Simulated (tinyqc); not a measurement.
Transfer-length model of a contact: one step of the calculation.

A metal contact of length d and width W on a thin layer of the same width. The metal has no resistance, the sheet resistance under it equals Rsh, and current enters the layer at the front edge x = 0.

Question. Contact resistivity. rc = Rsh Lt^2. Short cuts: Rsh A^2 (long contact, Lt = A) and Rc W d (short contact, even current).

Inputs (values chosen for the exercise): specific contact resistivity rc = 2.1e-8 ohm cm^2; contact length d = 0.94 um; contact width W = 2.7 um.

Rsh = 40.212148 ohm/sq
Rc = 3.3365366 ohm
A = 0.22402804 um
converged Lt = 0.22392687 um

Find: rc; Rsh A^2; Rc W d.

Answer.

rc = 2.0164e-8 ohm cm^2
Rsh A^2 = 2.0182e-8 ohm cm^2
Rc W d = 8.4681e-8 ohm cm^2

The extracted rc is 4.0 % below the value 2.1e-8 ohm cm^2 that made the data.

tinyqc, about 0.01 s, one thread, Intel Xeon 2.30GHz (shared host): `OMP_NUM_THREADS=1 python tinyqc.py 2760163 2760164 out.jsonl`
